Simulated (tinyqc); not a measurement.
# Changing the temperature T

Model: grain-boundary trapping model (Seto) of a polycrystalline semiconductor film. Computed by tinyqc, a small Python program. Command: `OMP_NUM_THREADS=1 python tinyqc.py 3028361 3028362 out.jsonl poly sweep`. One thread of a shared host (Intel(R) Xeon(R) Processor @ 2.30GHz), about 0.01 s of CPU time with the checks.

Grains of equal size L are joined by thin boundaries with one trap level. Trapped carriers deplete a width W on each side and raise a barrier, crossed by thermionic emission. Dopants are fully ionised, statistics are non-degenerate and mu_g does not depend on T.

Inputs (values chosen for the exercise, modelled on polycrystalline ZnO):
```
quantity                                     value    unit
permittivity eps                               8.3       -
effective mass m                              0.26     m_0
effective density of states at 300 K, N_c  3.6e+18  1/cm^3
grain size L                                    18      nm
trap density Q_t                           1.4e+12  1/cm^2
trap level E_t below the band edge            0.25      eV
doping N                                   5.6e+18  1/cm^3
```

Grain interior: neglected.

Constants: k_B = 8.617333262e-05 eV/K; e = 1.602176634e-19 C; eps_0 = 8.8541878128e-12 F/m; m_0 = 9.1093837015e-31 kg; k_B = 1.380649e-23 J/K.

Method:
- N_c(T) = N_c (T/300 K)^(3/2). Filled traps Q = Q_t/(1 + (1/2) exp((E_t* - E_F)/k_B T)), where E_t* = e V_B - E_t and E_F are counted from the band edge at the grain centre. Partial depletion: Q = 2 N W, V_B = e N W^2/(2 eps eps_0), E_F = k_B T ln(N/N_c); solve for W. If that W would exceed L/2 the grain is fully depleted: W = L/2, Q = N L, and E_F follows from the trap equation. Centre density n_0 = N_c exp(E_F/k_B T).
- Boundary: sigma_b = L e^2 n_0 exp(-e V_B/k_B T)/sqrt(2 pi m k_B T); rho = 1/sigma_b. Mean carrier density n_av = n_0 [(1 - 2W/L) + (2W/L) (sqrt(pi)/2) erf(y)/y], y = sqrt(e V_B/k_B T); effective mobility 1/(e n_av rho).
- E_a = d ln(rho)/d(1/k_B T) from T - 5 K and T + 5 K; temperature coefficient d ln(rho)/dT.

One run for each value; columns: (1) temperature T (K); (2) resistivity rho (ohm cm); (3) effective mobility (cm^2/(V s)); (4) activation energy E_a (eV); (5) mean carrier density (1/cm^3):
```
(1)        (2)     (3)         (4)         (5)
200  0.0043087  264.46   0.0009244  5.4775e+18
236  0.0043015  264.12  -0.0006269  5.4938e+18
271  0.0043385  261.29  -0.0021338  5.5059e+18
307  0.0044017  257.08  -0.0036803  5.5158e+18
343  0.0044796  252.23  -0.0052196  5.5239e+18
379  0.0045663  247.15  -0.0067465  5.5305e+18
414  0.0046553  242.18  -0.0082132  5.5360e+18
450  0.0047496  237.17  -0.0096970  5.5409e+18
```

What does the table show?

Over the rows, resistivity rho (ohm cm) goes from 0.00431 through a minimum among these rows, 0.00430 at 236, to 0.00475; effective mobility (cm^2/(V s)) falls from 264 to 237 (exponent d ln y / d ln x -0.0078 between the first rows and -0.25 between the last); activation energy E_a (eV) falls from 9.24e-4 to -0.00970.

Caution (all rows): E_F is within 2 k_B T of the band edge, so non-degenerate statistics fail, and tunnelling through so thin a barrier adds to the current. Caution (all rows): e V_B is below 2 k_B T, where the depletion approximation fails and the mean density does not balance the trapped charge. Caution (all rows): the barrier is below 2 k_B T, so scattering inside the grains, left out here, also limits the real mobility.

Extremes, crossings and ranges named in words are read from the listed rows.
